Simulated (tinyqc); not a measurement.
# p-type polysilicon, carrier trapping at grain boundaries, step by step

tinyqc, about 0.01 s, one thread, Intel Xeon 2.30GHz (shared host): `OMP_NUM_THREADS=1 python tinyqc.py 2830261 2830262 out.jsonl` Printed values are rounded.

One-dimensional grains of size Lg, uniform ionised doping N, monovalent traps Qt at each boundary at a depth Et below (for electrons) or above (for holes) the band edge there, abrupt depletion of width W on each side of a boundary, Boltzmann statistics. xi is the distance from the band edge at the grain centre to the Fermi level. Trapped charge Qt/(1 + exp((xi + VB - Et)/Vt)) = 2 N W, barrier VB = q N W^2/(2 eps0 eps_r).

Values chosen for this exercise; values of the order met in polycrystalline silicon:
```
symbol    value   unit                                                              meaning
T           300      K                                                          temperature
eps_r      11.7                                                       relative permittivity
NB      2.65e19  cm^-3                                  valence-band density of states at T
Lg           60     nm                                                           grain size
Qt       7.4e11  cm^-2                                     trap density of a grain boundary
Et         0.31     eV  depth of the trap level from the majority band edge at the boundary
ms         0.57     m0                                         mass for thermionic emission
fe         0.25                                      correction factor of the emission rate
N        3.1e16  cm^-3                                                               doping
```

Constants: q = 1.602176634e-19 C, kB = 1.380649e-23 J/K, m0 = 9.1093837015e-31 kg, Vt = kB T/q, eps0 = 8.8541878128e-14 F/cm where lengths are in cm. Results are converted to the units shown.

Range of the model: VB is below Vt, where abrupt depletion and thermionic emission are rough.

## Depletion width, Fermi level and barrier

If the trap equation with xi = Vt ln(NB/N) has a root W < Lg/2, the grain is partly depleted; otherwise W = Lg/2 and the trap equation gives xi = Et - VB + Vt ln(Qt/(N Lg) - 1). N* = Qt/Lg.

N* = 1.23333e17 cm^-3
W = 30 nm
xi = 0.316640 V
VB = 0.0215750 V
share of traps filled = 0.251351

N is 0.251 N*, and the grain is fully depleted; VB = 0.835 Vt.

## Resistivity and effective mobility

n0 = NB exp(-xi/Vt); mean density n0 (1 - 2 W/Lg) by charge balance in a partly depleted grain, and n0 (sqrt(pi)/2) erf(u)/u with u = sqrt(VB/Vt) in a fully depleted one; v = sqrt(kB T/(2 pi ms m0)); barrier resistivity Vt exp(VB/Vt)/(q fe n0 v Lg); grain resistivity (1 - 2 W/Lg)/(q n0 mug); effective mobility 1/(q mean density total resistivity).

n0 = 1.27034e14 cm^-3
mean density = 9.90355e13 cm^-3
v = 3.56312e6 cm/s
barrier resistivity = 547.500 ohm cm
grain resistivity = 0.00000 ohm cm
resistivity = 547.500 ohm cm
effective mobility = 115.111 cm^2/(V s)

The resistivity is 144 times that of a single crystal with the same N and mobility mug, and the mean density is 0.319 % of N. The effective mobility exceeds mug only because drift through the depleted grain is left out.
